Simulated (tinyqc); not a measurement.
# Round nanowire with a gate all round, subbands and threshold shift from confinement: what changes with what

Undoped body with a flat potential across it, hard walls, transport along x. Three valley pairs (g = 2 each) with the longitudinal mass along x, y or z. Non-parabolicity enters the subband edges through E (1 + al E) = gamma, so E = 2 gamma/(1 + sqrt(1 + 4 al gamma)); motion within a subband is taken as parabolic with the band-edge mass. Energies are counted from the bulk band edge.

Parameters, values chosen for the exercise; masses close to those of silicon: temperature T = 200 K; longitudinal mass ml = 0.899 m0; transverse mass mt = 0.188 m0; non-parabolicity al = 0.5 1/eV; diameter t = 2.7 nm; widening of the box by penetration into the insulator dl = 0.2 nm; gate capacitance per area of interface Cg = 2.9 uF/cm^2.

Constants: q = 1.602176634e-19 C, kB = 1.380649e-23 J/K, hbar = 1.054571817e-34 J s, m0 = 9.1093837015e-31 kg, Vt = kB T/q, hbar^2/(2 m0) = 0.0380998212 eV nm^2. Results are converted to the units shown.

Each table varies one quantity; the others keep the values above.

## Confinement against the diameter

gamma = C (2 z/(t + dl))^2 (1/my + 1/mz)/2, z the zeros of the Bessel functions J_l (2.404826, 3.831706, 5.135622, 5.520078, ...), twofold for l > 0; the mean inverse mass is an approximation for anisotropic valleys, C = hbar^2/(2 m0). Each subband has N_k = g sqrt(2 mx m0 kB T/(pi hbar^2)); without degeneracy n = exp(EF/Vt) sum N_k exp(-E_k/Vt). Classical value Nc times pi t^2/4, Nc = sum over valleys of 2 g (m m0 kB T/(2 pi hbar^2))^1.5 with m = (mx my mz)^(1/3). Threshold shift dVT = Vt ln(classical value/sum N_k exp(-E_k/Vt)). With degeneracy n = sum N_k F((EF - E_k)/Vt), F(x) = (1/sqrt(pi)) int_0^infinity u^(-1/2) du/(1 + exp(u - x)); gate: Vg = EF + q n/(Cg P), P = pi t, summed over the 60 lowest subbands at most, with Vg counted from the value that would put EF at the bulk band edge of an empty body. The last two columns are for Vg = 0.5 V; sensitivity d(dVT)/dt by central differences between 0.99 and 1.01 times the value.

Confinement against the diameter:
```
t (nm)	E_1 (meV)	gap to the next edge (meV)	dVT (mV)	sensitivity (mV/nm)	n/P (cm^-2)	share of the lowest subband (%)
2	473.5	240.3	427.6	-344.1	1.146e12	50.00
2.7	293.8	160.4	258.3	-166.9	3.828e12	49.99
3.6	180.1	104.2	154.4	-78.10	5.536e12	49.69
4.7	111.8	67.40	94.97	-36.54	6.492e12	46.08
6.3	64.97	40.43	56.77	-15.21	7.210e12	35.01
8.4	37.61	23.88	35.90	-6.363	7.709e12	24.47
11	22.34	14.35	24.74	-2.865	8.051e12	16.85
15	12.19	7.896	17.23	-1.231	8.358e12	10.47
20	6.922	4.502	12.92	-0.6031	8.582e12	6.537
```

What does the table show?

As t grows from 2 to 20 nm, E_1 falls from 473 to 6.92 meV and dVT falls from 428 to 12.9 mV. E_1 goes as t^(-1.59) at the thin end (-2 for a parabolic band without penetration); a thickness error of 0.2 nm moves the threshold by 69 mV in the first row and 0.12 mV in the last. The charge per interface area rises from 1.15e12 to 8.58e12 cm^-2. For t = 2, 2.7 the body is too thin for bulk effective masses to be reliable. For t = 2.7, 3.6, 4.7, 6.3, 8.4, 11, 15, 20 the charge in the last two columns would bend the potential across the body by some 30 mV or more, which is left out.

## Charge and subband filling against gate voltage

Same model as above.

Each subband has N_k = g sqrt(2 mx m0 kB T/(pi hbar^2)). Cq = q dn/dEF.

Result of one run:
```
Vg (V)	EF - E_1 (eV)	n (cm^-1)	n/P (cm^-2)	share of the lowest subband (%)	Cq/(Cg P)	total C/(Cg P)
0.89	0.02876	8.711e6	1.027e13	49.98	10.80	0.9153
```

What becomes of these results when the gate voltage Vg is changed from 0.89 to 0.27 V, all else the same?

Result of the changed run:
```
Vg (V)	EF - E_1 (eV)	n (cm^-1)	n/P (cm^-2)	share of the lowest subband (%)	Cq/(Cg P)	total C/(Cg P)
0.27	-0.04850	3.787e5	4.464e11	49.99	1.374	0.5787
```

The whole series:
```
Vg (V)	EF - E_1 (eV)	n (cm^-1)	n/P (cm^-2)	share of the lowest subband (%)	Cq/(Cg P)	total C/(Cg P)
0.14	-0.1539	871.8	1.028e9	50.00	0.003294	0.003283
0.27	-0.04850	3.787e5	4.464e11	49.99	1.374	0.5787
0.39	-0.01913	1.770e6	2.087e12	49.99	5.492	0.8460
0.51	-0.004288	3.385e6	3.990e12	49.99	8.660	0.8965
0.64	0.007861	5.194e6	6.123e12	49.99	10.55	0.9134
0.76	0.01794	6.882e6	8.113e12	49.99	11.10	0.9174
0.89	0.02876	8.711e6	1.027e13	49.98	10.80	0.9153
1.01	0.03925	1.039e7	1.225e13	49.97	10.04	0.9094
1.14	0.05162	1.220e7	1.438e13	49.95	8.998	0.9000
```

EF passes E_1 = 0.294 eV at Vg = 0.553 V. The share of the lowest subband stays near 50.0 % and the total capacitance goes from 0.00328 through a maximum of 0.917 (at Vg = 0.76 V among the rows listed) to 0.900 of Cg P. Between the last two rows 9.5 % of the added gate voltage goes into raising EF. For Vg = 0.51, 0.64, 0.76, 0.89, 1.01, 1.14 the charge would bend the potential across the body by some 30 mV or more, which is left out.

Range of the model: For the strongly anisotropic y and z valleys the mean inverse mass serves only for l = 0; pairs with l > 0 really split widely.

Computed by the program tinyqc: `OMP_NUM_THREADS=1 python tinyqc.py 2350103 2350104 out.jsonl`, one thread of a shared Intel Xeon 2.30GHz, about 0.3 s for the whole run.
